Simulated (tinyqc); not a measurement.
Interface traps by the conductance method, a continuum of levels: one step of the calculation.

MOS capacitor on an n-type substrate; psi is the band bending, negative in depletion; only majority carriers are counted. The traps exchange electrons with the conduction band; their admittance lies in parallel with Cd, and that pair in series with Cox and Rs. w = 2 pi f.

Task. Parallel conductance and capacitance. With x = w tau: Gp/w = Cit ln(1 + x^2)/(2 x), Cp = Cd + Cit arctan(x)/x.

Parameters, values chosen for the exercise:
```
symbol,value,unit,meaning
f,8200,Hz,signal frequency
```

Cd = 64.257655 nF/cm^2
tau = 4.0858955e-5 s
Cit = 624.84889 nF/cm^2

Find: x; Gp/w; Cp.

Result.

x = 2.105
Gp/w = 251.1 nF/cm^2
Cp = 398.9 nF/cm^2

The peak of Gp/w lies at x = 1.98 with the height 0.402 Cit; this frequency gives 0.402 Cit.

Computed by the program tinyqc: `OMP_NUM_THREADS=1 python tinyqc.py 2030004 2030005 out.jsonl`, one thread of a shared Intel Xeon 2.30GHz, about 0.01 s for the whole run.
